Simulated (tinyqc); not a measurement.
Ion-assisted plasma etching: sheath, surface coverage, synergy and aspect-ratio dependence: one step, computed by the program tinyqc. Command: `OMP_NUM_THREADS=1 python tinyqc.py 3024224 3024225 out.jsonl etch walk`. One thread of a shared host (Intel(R) Xeon(R) Processor @ 2.30GHz), about 0.08 s of CPU time with the checks.

Radicals adsorb on bare sites; ions remove covered sites with a high yield and bare sites by sputtering; a slow spontaneous reaction acts everywhere, walls included.

Question. Open-field etch rate. Steady coverage: s G_n (1 - theta) = x Y G_i theta; removal flux = Y G_i theta + Y_p G_i (1 - theta) + k_c G_n; rate = flux/N, 1 cm/s = 6e8 nm/min. Lateral rate = k_c G_n/N; anisotropy = 1 - lateral/vertical; synergy = vertical/(ions alone + radicals alone), with ions alone Y_p G_i/N and radicals alone the lateral rate.

Inputs (values chosen for the exercise, close to those used for silicon in a halogen plasma):
```
quantity                              value    unit
gas temperature T_g                     400       K
sticking coefficient s                 0.52       -
radicals per removed unit x               2       -
spontaneous reaction probability k_c  1e-05       -
solid density N                       5e+22  1/cm^3
```

Feature: round hole.

yield Y = 0.4399672

sputter yield Y_p = 0.05815004

ion flux G_i = 2.260809e+15 1/(cm^2 s)

radical flux G_n = 3.174800e+17 1/(cm^2 s)

Give: coverage theta; vertical rate; lateral rate; anisotropy; synergy.

Answer.

coverage theta = 0.9881

vertical rate = 11.85 nm/min

lateral rate = 0.03810 nm/min

anisotropy = 0.9968

synergy = 7.335

The surface is nearly saturated: ions limit the ion-assisted part.
